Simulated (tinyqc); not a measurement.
## Well width and field from level and shift

Question. An infinitely deep well has E_1(0) = C (pi/L)^2/m1, C = hbar^2/(2 m0), and in a field F (potential zero at the centre of the well) the second-order term of the shift is -m1 F^2 L^4 (15 - pi^2)/(48 C pi^4); higher orders are set aside. Find L and F.

Parameters, values chosen for the exercise:
```
symbol,value,unit,meaning
m1,0.061,m0,mass
```

Constants: q = 1.602176634e-19 C, hbar = 1.054571817e-34 J s, m0 = 9.1093837015e-31 kg, hbar^2/(2 m0) = 0.0380998212 eV nm^2. Results are converted to the units shown.

E_1(0) = 0.15049875 eV
second-order shift of level 1 = -35.663363 meV

Solution. The level gives L, and the shift then gives F^2.

L = 6.40 nm
F = 0.110 V/nm

Computed by the program tinyqc: `OMP_NUM_THREADS=1 python tinyqc.py 2580120 2580121 out.jsonl`, one thread of a shared Intel Xeon 2.30GHz, about 0.03 s for the whole run.
